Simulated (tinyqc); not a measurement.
Worked calculation: Kronig-Penney superlattice by transfer matrices. Values are carried at full precision from step to step, so a last printed digit may differ when a step is redone from the rounded ones.

Wells (width a, potential 0, mass mw) alternate with barriers (width b, height V0, mass mb); period d = a + b; c = hbar^2/2m0. The vector (psi, psi'/m) is continuous, and a layer of thickness t carries it by M = [[cos kt, (m/k) sin kt], [-(k/m) sin kt, cos kt]] with k = sqrt(m (E - V)/c); for E < V, k = i kappa gives [[cosh, (m/kappa) sinh], [(kappa/m) sinh, cosh]] of kappa t. A Bloch state obeys cos(q d) = tr(Mb Mw)/2.

Constants: hbar^2/2m0 = 3.80998211 eV angstrom^2; hbar = 6.58211957e-16 eV s.

Values chosen for the exercise (near those of an InGaAs superlattice with barriers of InP; not measured data): a = 80 angstrom (well width); b = 46 angstrom (barrier width); V0 = 0.258 eV (barrier height); mw = 0.0402 m0 (mass in the wells); mb = 0.081 m0 (mass in the barriers); E = 0.236 eV (trial energy); F = 10 kV/cm (field along the axis).

## Layer matrices at one energy

Form the matrix of the well and of the barrier at E.

k in the well = 0.04990 1/angstrom
kappa in the barrier = 0.02163 1/angstrom

Mw (angstrom units):
```
          1         2
1  -0.65963  -0.60548
2   0.93296  -0.65963
```

Mb (angstrom units):
```
         1       2
1   1.5370  4.3717
2  0.31165  1.5370
```

## The matrix of one period

Multiply M = Mb Mw and take half the trace. If its size is at most 1, E lies in a miniband and q d = arccos(tr M/2); otherwise the state decays by exp(-arccosh|tr M/2|) a period.

M:
```
        1        2
1  3.0648  -3.8144
2  1.2284  -1.2026
```

tr M/2 = 0.9311
q d in a band, or the decay exponent in a gap = 0.373

E lies in a miniband; det M = 1.0000, as for any such product.

## Miniband edges

The edges are the energies where tr M/2 = +1 (q = 0) or -1 (q = pi/d); the first three minibands.

Minibands:
```
band  bottom (eV)  top (eV)  width (meV)
1          0.0500    0.0562          6.3
2          0.1979    0.2379         40.0
3          0.3668    0.5081        141.3
```

2 minibands of these lie wholly below V0. The first gap is 141.6 meV wide; the single well of width a has E1 = 0.0530 eV, inside the first miniband.

## Dispersion along the axis

Solve tr M/2 = cos(q d) inside each miniband at q d/pi = 0, 1/6, ..., 1. The cosine form is E_bottom + (W/2)(1 - cos q d) with the true width W.

Energies (eV):
```
q d/pi  band 1  cosine form  band 2
0.000   0.0500       0.0500  0.2379
0.167   0.0503       0.0504  0.2343
0.333   0.0514       0.0515  0.2254
0.500   0.0529       0.0531  0.2151
0.667   0.0545       0.0547  0.2060
0.833   0.0558       0.0558  0.2000
1.000   0.0562       0.0562  0.1979
```

The cosine form, which holds for hopping between neighbouring wells alone, misses band 1 by at most 0.2 meV, 3 % of its width.

## Mass along the axis

With f(E) = tr M/2, 1 - (q d)^2/2 = 1 + f'(E_bottom)(E - E_bottom) gives m_z = -2 c f'/d^2 (f' by a central difference of 1e-6 eV at the bottom of band 1). The cosine form gives 4 c/(W d^2), W the width of band 1 between tr M/2 = +1 and -1.

f' = -351.9 1/eV
m_z = 0.1689 m0
m_z of the cosine form = 0.1532 m0
W = 6.27 meV

The mass along the axis is 4.20 times mw.

## In a field along the axis

One-band picture: ladder spacing e F d, Bloch frequency e F d/(2 pi hbar), and extent W/(e F) of a Stark state, with W the width of band 1; 1 kV/cm = 1e-5 V/angstrom.

e F d = 12.600 meV
Bloch frequency = 3.047 THz
W/(e F d) = 0.50 periods

The state is confined to about one period: the miniband has broken into a ladder of single-well levels.

## Checks

- Bottom of band 1 from 121 plane waves (the mass step taken by inverting the matrix of m) against the transfer matrix, eV: both 0.0500.

(tinyqc, `OMP_NUM_THREADS=1 python tinyqc.py 1252366 1252367 out.jsonl`, Intel(R) Xeon(R) Processor @ 2.30GHz, 1 thread, shared host, about 0.09 s.)
